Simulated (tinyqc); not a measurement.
BHZ model on a square lattice (one spin block): one step. One k point. Three cases, with inputs chosen for the exercise.

Task: Form e0, d and E = e0 -/+ |d|.

h(k) = e0 + d.s with s the Pauli matrices in the basis (E, H), k in units of 1/a: dx = (A/a) sin kx, dy = (A/a) sin ky, dz = M - (2B/a^2)(2 - cos kx - cos ky), e0 = -(2D/a^2)(2 - cos kx - cos ky). The other spin block is h*(-k). For small k this is the continuum model with dz = M - B k^2.

Give: e0; dx, dy, dz; levels.

Case 1.

Values chosen (of the size used for thin Bi2Se3 films; shifted at random, so the results belong to these values and not to a real crystal): A = 2.5 eV angstrom; B = -16.5 eV angstrom^2; D = -5 eV angstrom^2; M = -0.1122 eV (mass term); a = 10 angstrom (grid spacing); k = (-0.3, 0.37) 1/a (wave vector).

Result:

e0 = 11.234 meV

dx, dy, dz (meV): -73.880  90.404  -75.129

levels (meV): -127.603  150.070

Case 2.

Values chosen (of the size used for HgTe wells; shifted at random, so the results belong to these values and not to a real crystal): A = 3.86 eV angstrom; B = -70 eV angstrom^2; D = -53.3 eV angstrom^2; M = -0.027 eV (mass term); a = 25 angstrom (grid spacing); k = (0.21, 0.23) 1/a (wave vector).

Result:

e0 = 8.239 meV

dx, dy, dz (meV): 32.186  35.200  -16.180

levels (meV): -42.128  58.605

Case 3.

Values chosen (of the size used for HgTe wells; shifted at random, so the results belong to these values and not to a real crystal): A = 3.95 eV angstrom; B = -67 eV angstrom^2; D = -51 eV angstrom^2; M = -0.0173 eV (mass term); a = 30 angstrom (grid spacing); k = (0.18, 0.14) 1/a (wave vector).

Result:

e0 = 2.940 meV

dx, dy, dz (meV): 23.572  18.373  -13.438

levels (meV): -29.829  35.709

Computed by tinyqc, one run a case: `OMP_NUM_THREADS=1 python tinyqc.py N N+1 out.jsonl` with N = 1450912, 1451578, 1452257; one thread of a shared Intel(R) Xeon(R) Processor @ 2.30GHz, about 0.1 s a run at most.
